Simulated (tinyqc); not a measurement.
# Implanted layer, carriers, mobility and sheet resistance, step by step

Numbers from tinyqc (`OMP_NUM_THREADS=1 python tinyqc.py 2110087 2110088 out.jsonl`; about 0.01 s on one thread of a shared Intel Xeon 2.30GHz). Printed values are rounded.

A p-type layer from the surface x = 0 to the junction xj, N(x) = N0 exp(-(x - Rp)^2/(2 sg^2)). Local neutrality (no depletion at surface or junction, no spilling of carriers), intrinsic carriers neglected, full ionisation of active dopants.

Values chosen for this exercise; values close to those of boron in silicon over an n-type background: temperature T = 300 K; background doping of the opposite type Nb = 1.2e14 cm^-3; peak chemical concentration N0 = 9.7e17 cm^-3; mobility limit at high doping m1 = 45.2 cm^2/(V s); mobility limit at low doping, at 300 K m2 = 467 cm^2/(V s); reference doping of the mobility law Nr = 2.32e17 cm^-3; exponent of the mobility law am = 0.703; temperature exponent of m2 bt = 2.3; solubility limit of active dopant Ns = 2.07e20 cm^-3; straggle after annealing sg = 110 nm; projected range Rp = 100 nm.

Constants: q = 1.602176634e-19 C. Results are converted to the units shown.

## Junction depth and local values

xj = Rp + sg sqrt(2 ln(N0/Nb)); 10 equal steps from 0 to xj. Active dopant A = min(N, Ns); p = A - Nb; mobility mu = m1 + (m2 (T/300 K)^(-bt) - m1)/(1 + ((A + Nb)/Nr)^am).

xj = 566.627 nm
x, point 0 to 10 (nm): [0.000, 56.663, 113.325, 169.988, 226.651, 283.314, 339.976, 396.639, 453.302, 509.964, 566.627]
N, point 0 to 10 (cm^-3): [6.41669e17, 8.97567e17, 9.62909e17, 7.92257e17, 4.99930e17, 2.41944e17, 8.98014e16, 2.55631e16, 5.58094e15, 9.34465e14, 1.2e14]
A, point 0 to 10 (cm^-3): [6.41669e17, 8.97567e17, 9.62909e17, 7.92257e17, 4.99930e17, 2.41944e17, 8.98014e16, 2.55631e16, 5.58094e15, 9.34465e14, 1.2e14]
p, point 0 to 10 (in units of 1e17 cm^-3): [6.41549, 8.97447, 9.62789, 7.92137, 4.99810, 2.41824, 0.89681, 0.25443, 0.05461, 0.00814, 0.00000]
mu, point 0 to 10 (cm^2/(V s)): [183.730, 162.730, 158.589, 170.310, 200.513, 252.952, 323.873, 392.980, 437.983, 457.696, 463.666]

The mobility runs from 159 to 464 cm^2/(V s).

## Sheet quantities by the trapezoid rule

Dose = integral of N, carrier sheet density = integral of p, 1/Rs = q integral of p mu, mean mobility 1/(q Rs sheet density), Hall mobility (unit Hall factor) = integral of p mu^2 over integral of p mu, Hall sheet density = (integral of p mu)^2/integral of p mu^2; all from 0 to xj.

dose = 2.1744e13 cm^-2
carrier sheet density = 2.1737e13 cm^-2
Rs = 1583.2 ohm/square
mean mobility = 181.37 cm^2/(V s)
Hall mobility = 189.58 cm^2/(V s)
Hall sheet density = 2.0795e13 cm^-2

Carriers make up 100 % of the dose. A Hall measurement weights the mobile tail, so its sheet density is 4.3 % below the true one. With 4000 steps Rs = 1576 ohm/square; the coarse value is 0.43 % above it.
